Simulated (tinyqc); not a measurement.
Electron mobility of a polar semiconductor by Rode's iterative solution of the Boltzmann equation: one step, computed by the program tinyqc.

The distribution is f(E) + e F l(E) (-df/dE) cos(theta) for a weak field F, theta counted from the force; l(E) is a mean free path. Elastic processes enter by their momentum rate, polar optical phonons by out- and in-scattering terms. One valley only: where upper valleys lie close, measured mobilities are lower. The density n is prescribed, even where a narrow-gap material would have more intrinsic carriers.

Problem. Fermi level and screening. Kane band: hbar^2 k^2/(2 m) = E (1 + alpha E), speed v = hbar k/(m (1 + 2 alpha E)), states per spin, volume and energy g(E) = m k (1 + 2 alpha E)/(2 pi^2 hbar^2); overlap factors are set to 1. Masses are multiplied by m_0 and all formulas are in SI units. The reduced Fermi level eta = E_F/(k_B T) solves n = 2 Z int g f dE with f = 1/(1 + exp(x - eta)) (Z = 1 unless valleys are given); screening length L_s = sqrt(eps_s eps_0 k_B T/(e^2 dn/deta)), dn/deta = 2 Z int g f (1 - f) dE. Integrals over x = E/(k_B T) use 160 Gauss-Legendre points in u = sqrt(x) from 0 to sqrt(max(eta, 0) + 32). N_I = n (1 + C)/(1 - C).

Inputs (values chosen for the exercise, for a model polar semiconductor):
```
quantity                     value    unit
effective mass m               0.5     m_0
non-parabolicity alpha       0.087    1/eV
static permittivity eps_s     15.5       -
electron density n         1.7e+18  1/cm^3
compensation ratio C          0.33       -
temperature T                  500       K
```

Band: Kane. Elastic processes: acoustic, piezoelectric, impurity.

Constants: k_B = 8.617333262e-05 eV/K; m_0 = 9.1093837015e-31 kg; e = 1.602176634e-19 C; hbar = 1.054571817e-34 J s; eps_0 = 8.8541878128e-12 F/m; k_B = 1.380649e-23 J/K.

Give: reduced Fermi level eta; screening length L_s; ionised impurity density N_I.

Solution.

reduced Fermi level eta = -2.402

screening length L_s = 4.731 nm

ionised impurity density N_I = 3.375e+18 1/cm^3
